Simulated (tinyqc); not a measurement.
## Trap density from one capacitance

Inverse problem. Traps spread evenly through the insulator exchange electrons with the semiconductor by tunnelling, with tau(x) = t0 exp(2 ka x) at depth x from the interface. The admittance per area Y seen at depth x obeys dY/dx = -Y^2/(i w eps0 eox) + q Nb ln(1 + i w tau)/tau, with Y(0) = i w Cs and w = 2 pi f; the gate sees Y(tox) = G + i w C. Working variable y = Y/(i w), in uF/cm^2. Cox = eps0 eox/tox. Find Nb and G/w.

Inputs (values chosen for the exercise): relative permittivity of the insulator eox = 22.6; insulator thickness tox = 3.7 nm; semiconductor capacitance in accumulation Cs = 3.4 uF/cm^2; decay constant of the wave function in the insulator ka = 5.7 1/nm; time constant of a trap at the interface t0 = 3e-9 s; frequency f = 1e6 Hz.

Constants: q = 1.602176634e-19 C, eps0 = 8.8541878128e-14 F/cm where lengths are in cm. Results are converted to the units shown.

C = 2.1659145 uF/cm^2

Solution. C rises steadily with Nb, so one density matches; in practice ka and t0 must come from the frequency dependence.

Nb = 2.80e19 cm^-3 eV^-1
G/w = 0.0258 uF/cm^2

Program tinyqc, `OMP_NUM_THREADS=1 python tinyqc.py 2202229 2202230 out.jsonl`; Intel Xeon 2.30GHz, shared host, one thread, about 0.3 s.
